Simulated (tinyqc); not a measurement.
Slater-Koster d bands of a bcc metal, step by step. Values are carried at full precision from step to step, so a last printed digit may differ when a step is redone from the rounded ones.

Slater-Koster d bands. For a bond with direction cosines (l, m, n) the 5 x 5 block is dds Ps + ddp Pp + ddd (1 - Ps - Pp), the projectors on sigma, pi and delta states about the bond; for instance <xy|xy> = 3 l^2 m^2 dds + (l^2 + m^2 - 4 l^2 m^2) ddp + (n^2 + l^2 m^2) ddd, <xy|yz> = 3 l m^2 n dds + l n (1 - 4 m^2) ddp + l n (m^2 - 1) ddd and <3z2-r2|3z2-r2> = (n^2 - (l^2 + m^2)/2)^2 dds + 3 n^2 (l^2 + m^2) ddp + (3/4)(l^2 + m^2)^2 ddd. H(k) sums the blocks times cos(k.R) over the neighbours; the d level is the zero of energy; k in 2 pi/a.

Values chosen for the exercise (of the size met in Ta; not measured data): dds = -1.361 eV (dd sigma); ddp = 0.817 eV (dd pi); ddd = -0.231 eV (dd delta); f2 = 0.63 (factor on all three integrals for second neighbours); Es = 6.5 eV (s level); sss = -0.94 eV (ss sigma); sds = -0.77 eV (sd sigma); k = (0.13, 0, 0) 2 pi/a (wave vector); Nd = 4 (d electrons per atom).

## The block of one bond

Direction (1,1,1)/sqrt3; its eigenvalues must be dds once, ddp twice and ddd twice.

block (eV), rows xy, yz, zx, x2-y2, 3z2-r2 and columns alike:
$$\begin{pmatrix}
-0.3748 & -0.4931 & -0.4931 & 0 & -0.4034 \\
-0.4931 & -0.3748 & -0.4931 & -0.3493 & 0.2017 \\
-0.4931 & -0.4931 & -0.3748 & 0.3493 & 0.2017 \\
0 & -0.3493 & 0.3493 & 0.4677 & 0 \\
-0.4034 & 0.2017 & 0.2017 & 0 & 0.4677
\end{pmatrix}$$

## Levels at Gamma

Neighbours: eight at (a/2)(1,1,1) and equivalents, and six at a(1,0,0) and equivalents with the integrals times f2.

Summing the blocks at k = 0 gives E(t2g) = (8/3) dds + (16/9) ddp + (32/9) ddd + f2 (4 ddp + 2 ddd), E(eg) = (16/3) ddp + (8/3) ddd + f2 (3 dds + 3 ddd).

levels (eV): t2g (threefold) -1.2304, eg (twofold) 0.7325

The t2g level lies lower, by 1.9629 eV.

## The Hamiltonian at one k

An s orbital at Es couples to nearest neighbours alone: <s|s> = sss, <s|xy> = sqrt3 l m sds (cyclic), <s|x2-y2> = (sqrt3/2)(l^2 - m^2) sds, <s|3z2-r2> = (n^2 - (l^2 + m^2)/2) sds.

Sum over the neighbours.

H(k) (eV), rows s, xy, yz, zx, x2-y2, 3z2-r2 and columns alike:
$$\begin{pmatrix}
-0.4015 & 0 & 0 & 0 & 0 & 0 \\
0 & -1.3086 & 0 & 0 & 0 & 0 \\
0 & 0 & -0.8920 & 0 & 0 & 0 \\
0 & 0 & 0 & -1.3086 & 0 & 0 \\
0 & 0 & 0 & 0 & 0.8534 & -0.1945 \\
0 & 0 & 0 & 0 & -0.1945 & 0.6288
\end{pmatrix}$$

## Levels and character

Diagonalise H; t2g is xy, yz, zx and eg the other two.

levels (eV): [-1.3086, -1.3086, -0.8920, -0.4015, 0.5166, 0.9657]

weights, rows s, t2g, eg; columns band 1, band 2, band 3, band 4, band 5, band 6:
$$\begin{pmatrix}
0.000 & 0.000 & 0.000 & 1.000 & 0.000 & 0.000 \\
1.000 & 1.000 & 1.000 & 0.000 & 0.000 & 0.000 \\
0.000 & 0.000 & 0.000 & 0.000 & 1.000 & 1.000
\end{pmatrix}$$

## Levels at points of symmetry

Coordinates: G (0, 0, 0), H (1, 0, 0), N (0.5, 0.5, 0), P (0.5, 0.5, 0.5); the others lie half way.

Levels (eV):
```
k        band 1  band 2  band 3  band 4  band 5  band 6
G        -1.230  -1.230  -1.230  -1.020   0.732   0.732
G-H 0.5  -2.427  -0.291  -0.291   0.421   2.350   6.500
H        -6.750  -6.750   4.766   4.766   4.766  14.020
N        -5.469  -3.654   1.294   2.427   4.236   7.905
P        -1.768  -1.768  -1.768   3.009   3.009   6.500
P-G 0.5  -2.915  -2.915   0.365   1.783   1.783   5.206
G-N 0.5  -3.123  -2.442   0.779   1.503   1.580   3.451
```

On these points the bands run from -6.750 (H) to 14.020 eV (H).

## Second moment and the rectangular band

mu2 = z (dds^2 + 2 ddp^2 + 2 ddd^2)/5 per orbital, with z = 8 + 6 f2^2. A rectangular band with the same mu2 has width W = sqrt(12 mu2), Fermi level W (Nd/10 - 1/2) and bond energy -W Nd (10 - Nd)/20 (Friedel).

mu2 = 6.8393 eV^2
W = 9.0593 eV
Fermi level = -0.9059 eV
bond energy per atom = -10.8712 eV

The bond energy is the attractive part alone; the repulsion between atoms, left out, cancels a large share of it in the cohesive energy.

## Checks

- Levels at Gamma from the formulas against H(0): they agree to 1e-10 or better.
- Second moment from the formula against the mean square level on the mesh: both 6.83931.

Run: tinyqc, `OMP_NUM_THREADS=1 python tinyqc.py 1451608 1451609 out.jsonl`; Intel(R) Xeon(R) Processor @ 2.30GHz, one thread, shared host; about 0.03 s of CPU time with all checks.
